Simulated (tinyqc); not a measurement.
Worked calculation: Lorentz oscillators and the Kramers-Kronig relations. Values are carried at full precision from step to step, so a last printed digit may differ when a step is redone from the rounded ones.

eps(E) = 1 + sum_j S_j/(E0_j^2 - E^2 - i G_j E).

Constants: hbar c = 1973.269805 eV angstrom; hbar^2/2m0 = 3.80998211 eV angstrom^2; e^2/(4 pi eps0) = 14.39964547 eV angstrom.

Values chosen for the exercise: E0 = (11.57) eV (resonances); G = (0.96) eV (widths); S = (31.1) eV^2 (strengths); E = 8.09 eV (photon energy); h = 1 eV (grid step); M = 36 (grid points E_j = j h); i = 5 (grid index at which eps1 is wanted).

## Dielectric function at one energy

Evaluate each oscillator and the sum.

terms: [0.4488+0.0509i]

eps(E) = 1.4488+0.0509i
eps(0) = 1.2323

## Optical constants

n + i k = sqrt(eps1 + i eps2) with k >= 0; R = ((n - 1)^2 + k^2)/((n + 1)^2 + k^2) at normal incidence from vacuum; alpha = 2 E k/(hbar c), times 1e8 for 1/cm; loss function Im(-1/eps) = eps2/(eps1^2 + eps2^2).

Convert eps at the photon energy E into the optical constants.

n = 1.2038
k = 0.0212
R = 0.0086
alpha = 1.73e+04 1/cm
loss function = 0.0242
vacuum wavelength hc/E (hc = 1239.841984 eV nm) = 153.3 nm

The intensity falls to 1/e within 576 nm.

## Absorptive part on the grid

Tabulate eps2 at E_j = j h.

eps2(E_j), j = 1 .. M: [0.0017, 0.0035, 0.0057, 0.0086, 0.0126, 0.0186, 0.0288, 0.0483, 0.0936, 0.2410, 1.1855, 1.5218, 0.2792, 0.1034, 0.0526, 0.0315, 0.0209, 0.0147, 0.0109, 0.0084, 0.0066, 0.0053, 0.0044, 0.0037, 0.0031, 0.0026, 0.0023, 0.0020, 0.0017, 0.0015, 0.0014, 0.0012, 0.0011, 0.0010, 0.0009, 0.0008]

## eps1 at one grid point

Kramers-Kronig: eps1(E) = 1 + (2/pi) P integral_0^infinity E1 eps2(E1)/(E1^2 - E^2) dE1. Maclaurin rule on the grid E_j = j h, j = 1 .. M: eps1(E_i) = 1 + (4 h/pi) sum over j with j - i odd of E_j eps2(E_j)/(E_j^2 - E_i^2); nothing is added above E_M.

List the terms E_j eps2_j/(E_j^2 - E_i^2) for j - i odd, add them and form eps1.

terms in order of j (1/eV): [-0.0003, -0.0038, 0.0102, 0.0099, 0.0321, 0.1535, 0.0085, 0.0022, 0.0009, 0.0004, 0.0003, 0.0002, 0.0001, 0.0001, 0.0001, 0.0000, 0.0000, 0.0000]

sum = 0.214 1/eV
eps1(E_i) = 1.273

The oscillator formula gives 1.285 at E_i = 5 eV. The rule samples every 2h = 2 eV against a narrowest width of 0.96 eV and stops at 36 eV; coarse sampling and the missing tail make the difference.

## The f-sum on the grid

W(E_M) = (2/pi) h sum_j E_j eps2_j, with half weight on the last point; the full integral equals sum S_j = (hbar omega_p)^2, and the electron density follows from (hbar omega_p)^2 = 8 pi c (e^2/(4 pi eps0)) N with c = hbar^2/2m0.

W(E_M) = 27.85 eV^2
sum S = 31.10 eV^2
share reached on this grid (a step near the line widths can inflate it) = 0.895
hbar omega_p = 5.577 eV
N = 2.26e+22 1/cm^3

## Checks

- The value of eps1 at 8.160 eV from a fine, long grid (with the tail of eps2 ~ 1/E^3 added) against the oscillator formula: both 1.46.

tinyqc: `OMP_NUM_THREADS=1 python tinyqc.py 1650132 1650133 out.jsonl`; about 0.1 s, one thread, shared Intel(R) Xeon(R) Processor @ 2.30GHz.
